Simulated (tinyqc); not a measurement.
Raising U: Hubbard chain of 2 sites, mean field against exact. Computed by the program tinyqc. 

one-body matrix (hopping and site energies) (eV):
```
,1,2
1,0.4900,-1.7000
2,-1.7000,-0.5200
```

electrons, up and down: 1  1

Collinear unrestricted mean field (the lowest of 40 random starts) against exact diagonalisation.

Exact and mean-field results (eV):
```
U,U/t,E exact,E mean field,mean |n_up - n_down|,"double occupancy, exact",first gap in the sector
0.8500,0.5000,-3.146486,-3.123679,0.0000,0.2361,3.1165
1.7000,1.0000,-2.773371,-2.679360,0.0000,0.2032,2.7434
3.4000,2.0000,-2.182987,-1.804801,0.0000,0.1465,2.1530
5.1000,3.0000,-1.760294,-1.194690,0.7281,0.1046,1.7303
6.8000,4.0000,-1.456687,-0.895216,0.8598,0.0758,1.4267
10.2000,6.0000,-1.067112,-0.601707,0.9414,0.0429,1.0371
13.6000,8.0000,-0.836385,-0.457217,0.9678,0.0268,0.8064
20.4000,12.0000,-0.582996,-0.314011,0.9859,0.0129,0.5530
34.0000,20.0000,-0.366955,-0.200149,0.9950,0.0049,0.3370
```

In absolute terms mean field is worst at U/t = 3.0, 0.566 eV too high: at small U it is nearly exact, and at large U it misses only exchange-scale energies. Its local moments set in at U/t = 3.0 of those listed, a broken symmetry that the exact state of a finite cluster with equal spins does not have. Relative to the exact energy its error is 0.7 % at the smallest U, 46 % at most and 45 % at the largest. The double occupancy falls from 0.236 to 0.005.
